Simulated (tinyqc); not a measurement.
# Worked calculation: reverse leakage of an n+-p junction: diffusion, generation, trap-assisted and band-to-band tunnelling

tinyqc, about 0.01 s, one thread, Intel Xeon 2.30GHz (shared host): `OMP_NUM_THREADS=1 python tinyqc.py 2290015 2290016 out.jsonl` Printed values are rounded; ~0 in a residual or rate marks an entry under 1e-11 of the largest of its column.

One-sided abrupt junction in the depletion approximation, x from the junction (0) to W on the p side, field F = F0 (1 - x/W). Flat quasi-Fermi levels, long p side. Traps generate through SRH with both lifetimes shortened by 1 + Gamma (Hurkx enhancement, form for moderate fields); band-to-band generation is local and needs a total bending above Eg.

Parameters, values chosen for the exercise; band and dielectric values close to those of silicon:

| symbol | value | unit | meaning |
|---|---|---|---|
| T | 250 | K | temperature |
| Eg | 1.11 | eV | band gap |
| eps_r | 11.9 |  | relative permittivity |
| Nc | 2.12e19 | cm^-3 | conduction-band density of states at T |
| Nv | 2.05e19 | cm^-3 | valence-band density of states at T |
| Na | 1.9e17 | cm^-3 | acceptor density of the lighter side |
| Nd | 1e19 | cm^-3 | donor density of the heavier side |
| tau | 1e-7 | s | SRH lifetime of both carriers at zero field |
| Et | 0.09 | eV | trap level above the intrinsic level |
| mt | 0.25 | m0 | tunnelling mass |
| Dn | 13 | cm^2/s | electron diffusion coefficient on the lighter side |
| Ab | 6.9e14 | cm^-0.5 V^-2.5 s^-1 | band-to-band prefactor |
| Bb | 1.93e7 | V/cm | band-to-band field constant |
| VR | 1.7 | V | reverse bias |

Constants: q = 1.602176634e-19 C, kB = 1.380649e-23 J/K, hbar = 1.054571817e-34 J s, m0 = 9.1093837015e-31 kg, Vt = kB T/q, eps0 = 8.8541878128e-14 F/cm where lengths are in cm. Results are converted to the units shown.

Range of the model: The n+ side is degenerate, so Vbi from Boltzmann statistics is only a guide.

## Field, scales and diffusion current

ni = sqrt(Nc Nv) exp(-Eg/(2 Vt)), Eg in volts; Vbi = Vt ln(Na Nd/ni^2); W = sqrt(2 eps0 eps_r (Vbi + VR)/(q Na)); F0 = 2 (Vbi + VR)/W; FG = sqrt(24 mt m0 (kB T)^3)/(q hbar); J_diff = q ni^2 sqrt(Dn/tau)(1 - exp(-VR/Vt))/Na.

ni = 1.351255e8 cm^-3
Vbi = 0.9929643 V
W = 136.5357 nm
F0 = 394.4704 kV/cm
FG = 280.5876 kV/cm
J_diff = 1.755509e-16 A/cm^2

## Generation rates across the layer

u = (Vbi + VR)(1 - x/W)^2, p = Na exp(-u/Vt), n = Nd exp((u - Vbi - VR)/Vt); G0 = ni^2 (1 - exp(-VR/Vt))/(tau (n + p + 2 ni cosh(Et/Vt))); Gamma = 2 sqrt(3 pi)(F/FG) exp((F/FG)^2); trap-assisted part G0 Gamma; G_bb = Ab F^2.5 exp(-Bb/F) with F in V/cm, zero unless Vbi + VR > Eg. 12 equal steps.

| point | x (nm) | F (kV/cm) | Gamma | G0 (cm^-3 s^-1) | G0 Gamma (cm^-3 s^-1) | G_bb (cm^-3 s^-1) |
|---|---|---|---|---|---|---|
| 0 | 0.0000 | 394.4704 | 62.29953 | 18258.90 | 1.137521e6 | 3.805741e7 |
| 1 | 11.3780 | 361.5979 | 41.64808 | 6.056828e12 | 2.522552e14 | 3.583364e5 |
| 2 | 22.7559 | 328.7254 | 28.38068 | 2.071643e13 | 5.879465e14 | 1357.678 |
| 3 | 34.1339 | 295.8528 | 19.67921 | 2.071644e13 | 4.076832e14 | 1.532064 |
| 4 | 45.5119 | 262.9803 | 13.85222 | 2.071644e13 | 2.869687e14 | ~0 |
| 5 | 56.8899 | 230.1077 | 9.865376 | 2.071644e13 | 2.043754e14 | ~0 |
| 6 | 68.2678 | 197.2352 | 7.074159 | 2.071642e13 | 1.465513e14 | ~0 |
| 7 | 79.6458 | 164.3627 | 5.069013 | 2.054992e13 | 1.041678e14 | ~0 |
| 8 | 91.0238 | 131.4901 | 3.583976 | 9.852223e11 | 3.531013e12 | ~0 |
| 9 | 102.4018 | 98.6176 | 2.441742 | 2.374963e9 | 5.799048e9 | ~0 |
| 10 | 113.7797 | 65.7451 | 1.519861 | 3.095380e7 | 4.704548e7 | ~0 |
| 11 | 125.1577 | 32.8725 | 0.7292748 | 2.289388e6 | 1.669593e6 | ~0 |
| 12 | 136.5357 | 0.0000 | 0 | 9.609946e5 | 0 | 0 |

## Current components

Each current is q times the trapezoid sum of its rate; J adds J_diff; J_bb under 1e-8 of the sum is given as 0.

J_SRH = 2.391286e-11 A/cm^2
J_TAT = 3.634028e-10 A/cm^2
J_bb = 0 A/cm^2
J = 3.873158e-10 A/cm^2

A fine grid gives J = 4.093e-10 A/cm^2; the coarse sum is 5.4 % below it. On the fine grid the largest part is trap-assisted tunnelling (94.0 %). The simple estimate q ni W/(2 tau cosh(Et/Vt)) is 83 % above the fine-grid J_SRH of 2.473e-11 A/cm^2, since near both edges n or p is large enough to quench generation.
